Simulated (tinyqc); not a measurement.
Inside a calculation. Method: Hubbard ring of 4 sites. Computed by tinyqc, a small Python program that keeps every step. Settings: hopping = 1.34, U = 9.7, mixing = 0.2, iteration cap = 53. Command: `OMP_NUM_THREADS=1 python tinyqc.py 27541 27542 out.jsonl` (the two numbers bound the seeds that draw the settings). One thread of a shared host (Intel(R) Xeon(R) Processor @ 2.60GHz), about 0.2 s of CPU time with the checks.

one-body matrix (hopping and site energies) (eV), lower triangle:
```
          1         2         3         4
1  -0.74000
2  -1.34000  -0.66000
3   0.00000  -1.34000  -0.74000
4  -1.34000   0.00000  -1.34000  -0.56000
```

U = 9.70000 eV

electrons, up and down: 2  2

n(up) at the start (a guess, not normalised): 1 0.55000, 2 0.45000, 3 0.55000, 4 0.45000

n(down) at the start (a guess): 1 0.45000, 2 0.55000, 3 0.45000, 4 0.55000

Each step fills the lowest levels of T + U n(other spin) and sets n(new) = n + mixing (n(out) - n); stop when output and input agree to 1e-8.

Course of the cycle:
```
iteration      E (eV)  largest |n(out) - n(in)|  mean |n_up - n_down|
1          -1.6380441                  2.56e-01               0.58884
2          -2.3807813                  2.40e-01               0.66835
3          -2.9587323                  2.22e-01               0.73344
4          -3.3691786                  2.02e-01               0.78334
5          -3.6426013                  1.81e-01               0.82017
6          -3.8182687                  1.58e-01               0.84697
7          -3.9293900                  1.37e-01               0.86649
8          -3.9994833                  1.17e-01               0.88084
9          -4.0438713                  9.90e-02               0.89155
10         -4.0721778                  8.34e-02               0.89963
11         -4.0903729                  6.99e-02               0.90583
...               ...                       ...                   ...
43         -4.1249292                  1.55e-04               0.92976
44         -4.1249293                  1.27e-04               0.92976
45         -4.1249293                  1.05e-04               0.92977
46         -4.1249293                  8.66e-05               0.92978
47         -4.1249293                  7.14e-05               0.92978
48         -4.1249293                  5.88e-05               0.92978
49         -4.1249293                  4.85e-05               0.92979
50         -4.1249294                  4.00e-05               0.92979
51         -4.1249294                  3.29e-05               0.92979
52         -4.1249294                  2.71e-05               0.92979
53         -4.1249294                  2.24e-05               0.92979
```

Can the last value be used, and what does the course show?

Not by the stop rule, although the second column moves by less than 1e-07 over the last three steps. Not converged within 53 iterations: the residual falls steadily but slowly, by a factor of about 0.82 a step. The lowest mean-field energy found from random starts is -4.12493 eV. Reruns (cap 100 unless said): mixing 0.5: converged in 32 (E = -4.12493); mixing 0.9: converged in 13 (E = -4.12493); the original settings with a cap of 400: converged in 93 (E = -4.12493).
